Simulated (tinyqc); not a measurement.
A particle near a wafer in liquid: double-layer and van der Waals forces (DLVO), deposition barrier and removal. Changing the particle radius R. Computed by tinyqc, a small Python program. Command: `OMP_NUM_THREADS=1 python tinyqc.py 3112979 3112980 out.jsonl dlvo sweep`. One thread of a shared host (Intel(R) Xeon(R) Processor @ 2.30GHz), about 0.01 s of CPU time with the checks.

Sphere and flat wall, Derjaguin approximation, constant potentials in the linear-superposition form, no retardation and no hydration force.

Inputs (values chosen for the exercise, of the order of those for silica on silicon in water): Hamaker constant A = 1.4e-20 J; potential of the particle psi_1 = -54 mV; potential of the wafer psi_2 = -25 mV; salt concentration c = 0.0073 mol/L; valence z of the symmetric salt = 2; temperature T = 293 K; dielectric constant of the liquid = 80.2; contact distance h0 = 0.4 nm; contact radius over R = 0.13; viscosity = 0.71 mPa s.

Constants: e = 1.602176634e-19 C; N_A = 6.02214076e+23 1/mol; eps_0 = 8.8541878128e-12 F/m; k_B = 1.380649e-23 J/K; k_B = 8.617333262e-05 eV/K.

Method. kappa^2 = 2 z^2 e^2 N_A (1000 c)/(eps eps_0 k_B T); gamma_i = tanh(z e psi_i/(4 k_B T)); Z = 64 pi eps eps_0 (k_B T/(z e))^2 gamma_1 gamma_2. Adhesion F_a = A R/(6 h0^2) [1 + a^2/(R h0)] - kappa Z R exp(-kappa h0), a the contact radius. Drag in a shear flow F_d = 1.7 x 6 pi mu R^2 G, acting at 1.4 R; rolling starts when 1.4 R F_d = a F_a. Wall shear stress = mu G.

One run for each value:
```
particle radius R (nm)  wall shear stress for rolling (Pa)  net adhesion F_a (pN)    kappa R
5                                                     8101              6.989e+01  2.803e+00
11                                                    4656              1.944e+02  6.167e+00
22                                                    3221              5.379e+02  1.233e+01
47                                                    2457              1.873e+03  2.635e+01
100                                                   2101              7.251e+03  5.606e+01
210                                                   1936              2.946e+04  1.177e+02
450                                                   1856              1.297e+05  2.523e+02
950                                                   1819              5.664e+05  5.326e+02
2000                                                  1801              2.486e+06  1.121e+03
```

Describe and explain the trends.

Over the rows, wall shear stress for rolling (Pa) falls from 8100 to 1800 (exponent d ln y / d ln x -0.70 between the first rows and -0.013 between the last); net adhesion F_a (pN) rises from 69.9 to 2.49e6 (exponent d ln y / d ln x 1.3 between the first rows and 2.0 between the last); kappa R rises from 2.80 to 1120 (exponent d ln y / d ln x about 1.00 throughout). At the high end the exponent of wall shear stress for rolling is -0.01, close to 0: the flattened contact adds adhesion as R^2. The smallest particle needs 4.50 times the shear stress of the largest.

Caution (rows 5.00): kappa R is not large, so the Derjaguin approximation is only rough at gaps of the order of the Debye length.

Extremes, crossings and ranges named in words are read from the listed rows.
